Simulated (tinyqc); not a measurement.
Thermal displacements in the Debye model: Debye-Waller factors, bond-length spread and the Lindemann rule. Changing the Debye temperature Theta. Computed by tinyqc, a small Python program. Command: `OMP_NUM_THREADS=1 python tinyqc.py 3018746 3018747 out.jsonl debyewaller sweep`. One thread of a shared host (Intel(R) Xeon(R) Processor @ 2.30GHz), about 0.01 s of CPU time with the checks.

A Debye spectrum with three branches of one velocity, cut at k_B Theta; 8 atoms per cube, nearest neighbours at d = 0.433013 a.

Inputs (values chosen for the exercise, modelled on germanium):
```
quantity                     value        unit
atomic mass M                72.63           u
lattice constant a           5.658    angstrom
temperature T                   77           K
Lindemann ratio x_L           0.11           -
gamma-ray energy E            77.3         keV
photoelectron wave number k    5.7  1/angstrom
```

Structure: diamond.

Constants: hbar^2/u = 4.18015928e-03 eV angstrom^2; k_B = 8.617333262e-05 eV/K; e = 1.602176634e-19 C; u = 1.6605390666e-27 kg; c = 299792458 m/s; hbar = 6.582119569e-16 eV s.

Method:
- <u_x^2> = (3 hbar^2/(2 M k_B Theta)) int_0^1 s coth(s Theta/(2T)) ds (64 Gauss-Legendre points); it tends to 3 hbar^2/(4 M k_B Theta) at T = 0 and to 3 hbar^2 T/(M k_B Theta^2) at high T.
- B = 8 pi^2 <u_x^2>.
- A nucleus of this mass is supposed to emit a gamma ray of the energy chosen: recoil energy E_R = E^2/(2 M c^2), wave number k_g = E/(hbar c), recoil-free fraction f = exp(-k_g^2 <u_x^2>).
- Correlated Debye model: sigma^2 = (3 hbar^2/(M k_B Theta)) int_0^1 s coth(s Theta/(2T)) [1 - sin(s q_D R)/(s q_D R)] ds for two atoms at distance R, q_D = (6 pi^2 n)^(1/3), n atoms per volume; uncorrelated motion would give 2 <u_x^2>.
- An EXAFS amplitude is damped by exp(-2 k^2 sigma^2).
- Melting is placed where sqrt(3 <u_x^2>) = x_L d; the classical form gives T_m = M k_B Theta^2 (x_L d)^2/(9 hbar^2).

One run for each value; columns: (1) Debye temperature Theta (K); (2) B factor (angstrom^2); (3) Lindemann T_m (K); (4) recoil-free fraction f; (5) sigma^2 of the nearest bond (angstrom^2):
```
(1)      (2)     (3)         (4)        (5)
167  0.49137   334.7  7.1193e-05  0.0060679
191  0.38781   438.5  5.3288e-04  0.0048701
217  0.31176   566.7  2.3360e-03  0.0039876
283  0.20287   965.4  1.9392e-02  0.0027124
322  0.16680  1250.5  3.9088e-02  0.0022833
367  0.13805  1625.1  6.8357e-02  0.0019359
418  0.11538  2108.8  1.0619e-01  0.0016565
```

Give the missing row, Debye temperature Theta (K) = 248.

Computed row; columns: (1) Debye temperature Theta (K); (2) B factor (angstrom^2); (3) Lindemann T_m (K); (4) recoil-free fraction f; (5) sigma^2 of the nearest bond (angstrom^2):
```
(1)      (2)    (3)         (4)        (5)
248  0.25008  740.8  7.7464e-03  0.0032678
```

Interpolating between the two neighbouring rows (linearly) misses most in recoil-free fraction f, by 34 %. Over the rows, B factor (angstrom^2) falls from 0.491 to 0.115 (exponent d ln y / d ln x -1.8 between the first rows and -1.4 between the last); Lindemann T_m (K) rises from 335 to 2110 (exponent d ln y / d ln x about 2.0 throughout); recoil-free fraction f rises from 7.12e-5 to 0.106 (exponent d ln y / d ln x 15 between the first rows and 3.4 between the last). The exponent of Lindemann T_m stays between 2.00 and 2.01, near 2: T_m goes as Theta^2. Theta measures the stiffness, M Theta^2 ~ spring constant: stiffer crystals vibrate less and, by the Lindemann rule, melt higher.

Caution (all rows): in covalent crystals the stiff bond makes the true nearest-neighbour sigma^2 smaller than this model gives.

Extremes, crossings and ranges named in words are read from the listed rows.
